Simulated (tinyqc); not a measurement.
Inside a calculation. Model: charge control and current of a heterostructure field-effect transistor. Computed by tinyqc, a small Python program that keeps every step. Command: `OMP_NUM_THREADS=1 python tinyqc.py 3003111 3003112 out.jsonl hemt walk`. One thread of a shared host (Intel(R) Xeon(R) Processor @ 2.30GHz), about 0.01 s of CPU time with the checks. Intermediate numbers are printed to about 5 digits and carried at full precision; extremes and crossings named in words are read from the listed rows.

Two subbands in a triangular well; E_F is counted from the conduction band edge of the channel at the interface.

Inputs (values chosen for the exercise, modelled on AlGaN/GaN):
```
quantity                                  value        unit
channel mass m                              0.2         m_0
permittivity eps (barrier and channel)     9.33           -
barrier thickness d                          13          nm
Schottky barrier phi_B                      1.3          eV
conduction band offset dE_c                0.46          eV
polarisation charge sigma/e             1.7e+13      1/cm^2
gate voltage V_G                              0           V
mobility mu                                1400  cm^2/(V s)
saturation velocity v_s                     1.4    1e7 cm/s
gate length L                               300          nm
source resistance R_S                         0      ohm mm
temperature T                               300           K
mixing                                      0.5           -
iteration cap                               200           -
```

Charge source: polarisation. Velocity law: two-piece.

Constants: e = 1.602176634e-19 C; eps_0 = 8.8541878128e-12 F/m; k_B = 8.617333262e-05 eV/K; hbar = 1.054571817e-34 J s; m_0 = 9.1093837015e-31 kg; k_B = 1.380649e-23 J/K.

## Threshold and barrier capacitance

Threshold V_T = phi_B - dE_c - sigma d/(eps eps_0) (in volts); C_b = eps eps_0/d.

threshold voltage V_T = -3.4462 V

barrier capacitance C_b = 0.63546 microfarad/cm^2

The device is normally on.

## First iteration

Charge control: n_s = C_b (V_G - V_T - E_F/e)/e. Well: mean field F = e n_s/(2 eps eps_0), E_i = (hbar^2/2m)^(1/3) [(3 pi e F/2)(i + 3/4)]^(2/3), i = 0, 1; n_s = D k_B T sum_i ln(1 + exp((E_F - E_i)/k_B T)), D = m/(pi hbar^2), which is solved in closed form for E_F. Iteration from n_s = C_b (V_G - V_T)/(2e): E_F from n_s, n_out from the charge control, n_new = n_s + mixing (n_out - n_s), kept above n_s/10; stop when |n_out/n_s - 1| < 1e-9.

starting n_s = 6.8342e+12 1/cm^2

E_0 = 218.64 meV

E_1 = 384.63 meV

E_F = 298.38 meV

n_out = 1.2485e+13 1/cm^2

Caution: a density of n_out would put E_F above the conduction band minimum of the barrier, where parallel conduction sets in.

## Sheet density

The formulas are those given above.

Course of the iteration:
```
iteration  n_s (1/cm^2)  E_F (meV)  |n_out/n_s - 1|
1            6.8342e+12     298.38       8.2684e-01
2            9.6596e+12     390.01       2.5487e-01
3            1.0891e+13     427.86       9.9246e-02
4            1.1431e+13     444.18       4.1616e-02
5            1.1669e+13     451.31       1.7961e-02
6            1.1774e+13     454.44       7.8460e-03
7            1.1820e+13     455.82       3.4453e-03
...                 ...        ...              ...
20           1.1856e+13     456.90       8.1711e-08
21           1.1856e+13     456.90       3.6027e-08
22           1.1856e+13     456.90       1.5884e-08
23           1.1856e+13     456.90       7.0034e-09
24           1.1856e+13     456.90       3.0878e-09
25           1.1856e+13     456.90       1.3614e-09
26           1.1856e+13     456.90       6.0025e-10
```

sheet density n_s = 1.1856e+13 1/cm^2

Converged in 26 iterations.

## Levels and gate capacitance

C_g = e dn_s/dV_G = 1/(1/C_b + 1/C_q), 1/C_q = d(E_F/e)/d(e n_s) by a central difference of +/- 0.1 % in n_s; added distance dd = eps eps_0/C_q.

E_0 = 315.67 meV

E_1 = 555.33 meV

E_F = 456.90 meV

share in the second subband = 0.40018 %

gate capacitance C_g = 0.56829 microfarad/cm^2

added distance dd = 1.5366 nm

C_g is 89 % of C_b: the finite density of states and the rise of E_0 act as 1.5 nm of extra barrier.

## Saturation current

With V = e n_s/C_g and V_c = v_s L/mu: for v = mu F up to v_s, I/W = C_g v_s V_c (sqrt(1 + (V/V_c)^2) - 1) and V_Dsat = V + V_c - sqrt(V^2 + V_c^2); g_m = dI/dV; extrinsic g_m/(1 + g_m R_S); f_T = g_m/(2 pi C_g L).

V = 3.3426 V

V_c = 0.3 V

V_Dsat = 0.28656 V

saturation current I/W = 2431.4 mA/mm

intrinsic g_m = 792.42 mS/mm

extrinsic g_m = 792.42 mS/mm

intrinsic f_T = 73.975 GHz

V/V_c = 11.14: velocity saturation rules; I is 91 % of e n_s v_s = 2660 mA/mm.

## Gate length

The formulas are those given above.

Scaling; the last columns are v_s/(2 pi L) and mu V/(2 pi L^2):
```
L (nm)  I/W (mA/mm)  g_m (mS/mm)  extrinsic g_m (mS/mm)  f_T (GHz)  velocity limit (GHz)  mobility limit (GHz)
30           2635.6       795.57                 795.57     742.69                742.72            8.2755e+04
60           2612.1       795.48                 795.48     371.30                371.36            2.0689e+04
120          2565.6       795.09                 795.09     185.56                185.68            5.1722e+03
250          2467.9       793.39                 793.39      88.88                 89.13            1.1917e+03
500          2291.2       786.85                 786.85      44.07                 44.56            2.9792e+02
1000         1980.3       762.22                 762.22      21.35                 22.28            7.4479e+01
2000         1507.9       682.73                 682.73       9.56                 11.14            1.8620e+01
5000          807.1       442.17                 442.17       2.48                  4.46            2.9792e+00
```

f_T scales as L^-1.00 at the short end and L^-1.47 at the long end; the two limits cross at L = mu V/v_s = 3340 nm. g_m tends to C_g v_s = 796 mS/mm. Fringe capacitances and short-channel effects, left out, lower f_T once L is below about ten barrier thicknesses.

Checks made by the program: iterated density against a bracketing root search (relative difference 5e-10).
